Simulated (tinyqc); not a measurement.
# Deep-level transient spectroscopy, step by step

tinyqc, about 0.01 s, one thread, Intel Xeon 2.30GHz (shared host): `OMP_NUM_THREADS=1 python tinyqc.py 2050098 2050099 out.jsonl` Printed values are rounded.

Schottky contact on an n-type layer with shallow donors Nd (all ionised) and a donor-like deep trap, neutral when filled and positive when empty; depletion approximation. Traps within lam of the depletion edge stay filled. A long pulse to Vp fills the traps beyond x1 = Wp - lam; back at Vr those between x1 and x2 = Wr - lam emit. A rate window reads S = C(t2) - C(t1).

Values chosen for this exercise; material values close to those of gallium arsenide: relative permittivity eps_r = 12.9; conduction-band density of states at 300 K Nc = 4.32e17 cm^-3; thermal velocity at 300 K vth = 4.4e7 cm/s; shallow donor density Nd = 6.1e14 cm^-3; built-in voltage Vbi = 0.89 V; depth of the trap below the conduction edge Et = 0.44 eV; capture cross-section sn = 1.4e-17 cm^2; trap density Nt = 2.3e13 cm^-3; reverse bias Vr = 3.3 V; reverse bias during the filling pulse Vp = 0.5 V; first sampling time t1 = 1 ms; second sampling time t2 = 5 ms; temperature of the transient T = 364 K.

Constants: q = 1.602176634e-19 C, kB = 1.380649e-23 J/K, eps0 = 8.8541878128e-14 F/cm where lengths are in cm. Results are converted to the units shown.

## Emission rate and rate window

Emission rate en = sn vth(T) Nc(T) exp(-Et/kB T) = sn g T^2 exp(-Et/kB T), g = vth Nc/(300 K)^2, as vth goes as T^0.5 and Nc as T^1.5 (degeneracy factor 1). For an exponential transient S peaks where en = ew = ln(t2/t1)/(t2 - t1).

g = 2.112e20 cm^-2 s^-1 K^-2
en = 316.946 1/s
1/en = 3.15511 ms
ew = 402.359 1/s

## Widths

lam = sqrt(2 eps0 eps_r (EF - ET)/(q Nd)), EF - ET = Et - (kB T/q) ln(Nc(T)/Nd), Nc(T) = Nc (T/300 K)^1.5. In the steady state at the band bending V, 2 eps0 eps_r V/q = Nd W^2 + Nt (W - lam)^2 (the second term only if W > lam). V = Vbi + Vr gives Wr and V = Vbi + Vp gives Wp; x1 = max(Wp - lam, 0).

lam = 725.274 nm
Wr = 3095.45 nm
Wp = 1790.58 nm
x1 = 1065.30 nm
x2 = 2370.17 nm
G = (x2^2 - x1^2)/Wr^2 = 0.467851

The rule Nt = 2 Nd |dC|/C assumes G = 1 and would understate Nt by a factor of about 1/G = 2.14 here (the limit of small Nt/Nd).

## The transient

t, sample 0 to 6 (ms): 0  0.5  1  3  5  10  25

W(t)^2 = Wr^2 + (Nt/Nd)(x2^2 - x1^2) exp(-en t), C = eps0 eps_r/W; for small Nt, dC/C = -(Nt/2 Nd) G exp(-en t) with G = (x2^2 - x1^2)/Wr^2. S = C(t2) - C(t1).

```
sample  C (nF/cm^2)  C - C(final) (pF/cm^2)
0           3.65778                -32.1211
1           3.66244                -27.4661
2           3.66643                -23.4792
3           3.67739                -12.5122
4           3.68325                 -6.6539
5           3.68854                 -1.3670
6           3.68989                 -0.0118
```

S = 16.8253 pF/cm^2

## Step 1: peak temperature

T at the start = 300 K

Fixed-point step for en(T) = ew: T(new) = (Et q/kB)/ln(sn g T^2/ew), g = vth Nc/(300 K)^2.

T after step 1 = 380.985 K

## Course of the iteration for the peak temperature

Start from 300 K; stop when T changes by less than 1e-8 K.

Course of the iteration:
```
step    T (K)  change (K)
1     380.985        81.0
2     367.866        13.1
3     369.732        1.87
4     369.462       0.271
5     369.501      0.0392
6     369.495     5.67e-3
7     369.496     8.21e-4
8     369.496     1.19e-4
9     369.496     1.72e-5
10    369.496     2.49e-6
11    369.496     3.60e-7
12    369.496     5.21e-8
13    369.496     7.54e-9
```

Converged in 13 steps; each multiplies the error by -2 kB T/Et = -0.14.
